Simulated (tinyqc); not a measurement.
Trap density from one capacitance.

Question. Traps spread evenly through the insulator exchange electrons with the semiconductor by tunnelling, with tau(x) = t0 exp(2 ka x) at depth x from the interface. The admittance per area Y seen at depth x obeys dY/dx = -Y^2/(i w eps0 eox) + q Nb ln(1 + i w tau)/tau, with Y(0) = i w Cs and w = 2 pi f; the gate sees Y(tox) = G + i w C. Working variable y = Y/(i w), in uF/cm^2. Cox = eps0 eox/tox. Find Nb and G/w.

Parameters, values chosen for the exercise: relative permittivity of the insulator eox = 22.1; insulator thickness tox = 4.2 nm; semiconductor capacitance in accumulation Cs = 1 uF/cm^2; decay constant of the wave function in the insulator ka = 5.1 1/nm; time constant of a trap at the interface t0 = 3e-11 s; frequency f = 1000 Hz.

Constants: q = 1.602176634e-19 C, eps0 = 8.8541878128e-14 F/cm where lengths are in cm. Results are converted to the units shown.

C = 0.95169048 uF/cm^2

Answer. C rises steadily with Nb, so one density matches; in practice ka and t0 must come from the frequency dependence.

Nb = 6.900e18 cm^-3 eV^-1
G/w = 0.01302 uF/cm^2

Program tinyqc, `OMP_NUM_THREADS=1 python tinyqc.py 2202132 2202133 out.jsonl`; Intel Xeon 2.30GHz, shared host, one thread, about 0.3 s.
